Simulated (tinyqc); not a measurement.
Isochronal anneals: hydrogen passivation and dissociation of interface defects with a spread of activation energies. Computed by tinyqc, a small Python program. Command: `OMP_NUM_THREADS=1 python tinyqc.py 3024024 3024025 out.jsonl passivation walk`. One thread of a shared host (Intel(R) Xeon(R) Processor @ 2.30GHz), about 0.01 s of CPU time with the checks.

Active defects P react as P + H2 -> HP + H and HP -> P + H; released atomic hydrogen is removed. All defects start active. Activation energies are normally distributed, independently for the two reactions.

Inputs (values chosen for the exercise, for a model interface):

| quantity | value | unit |
|---|---|---|
| mean passivation energy E_f | 1.58 | eV |
| spread s_f | 0.051 | eV |
| prefactor k_f0 | 7.1e-08 | cm^3/s |
| mean dissociation energy E_d | 2.94 | eV |
| spread s_d | 0.058 | eV |
| prefactor k_d0 | 1.7e+13 | 1/s |
| dissolved hydrogen [H2] | 2.7e+18 | cm^-3 |
| anneal time t | 1800 | s |

Ambient: hydrogen.

Constants: k_B = 8.617333262e-05 eV/K.

Method. a = k_f0 [H2] exp(-E_f/k_B T), b = k_d0 exp(-E_d/k_B T); the active share of one kind of site is b/(a + b) + (a/(a + b)) exp(-(a + b) t). Full average: z from -5 to 5 in steps of 0.125 with normalised weights exp(-z^2/2), energy = mean + spread x z, over both energies.

Same time, other temperatures:

| T (K) | a (1/s) | b (1/s) | active share, single energy | active share, spread |
|---|---|---|---|---|
| 450 | 3.8672e-07 | 2.0133e-20 | 9.9930e-01 | 9.9835e-01 |
| 525 | 1.3040e-04 | 1.0179e-15 | 7.9079e-01 | 7.1993e-01 |
| 600 | 1.0261e-02 | 3.4319e-12 | 9.8484e-09 | 6.1322e-03 |
| 675 | 3.0606e-01 | 1.9029e-09 | 6.2174e-09 | 1.5653e-08 |
| 750 | 4.6290e+00 | 2.9821e-07 | 6.4421e-08 | 1.3156e-07 |
| 825 | 4.2725e+01 | 1.8643e-05 | 4.3634e-07 | 7.8722e-07 |
| 900 | 2.7228e+02 | 5.8502e-04 | 2.1486e-06 | 3.5277e-06 |
| 975 | 1.3050e+03 | 1.0804e-02 | 8.2790e-06 | 1.2631e-05 |
| 1050 | 4.9998e+03 | 1.3154e-01 | 2.6309e-05 | 3.7869e-05 |
| 1125 | 1.6015e+04 | 1.1477e+00 | 7.1658e-05 | 9.8408e-05 |

The active share is lowest, 1.57e-8, at 675 K of those listed: below, passivation is too slow for this time, and above, dissociation competes. A single energy would promise 6.22e-9 (at 675 K), so among these rows the spread raises the floor by a factor 2.5.

Extremes, crossings and ranges named in words are read from the listed rows.
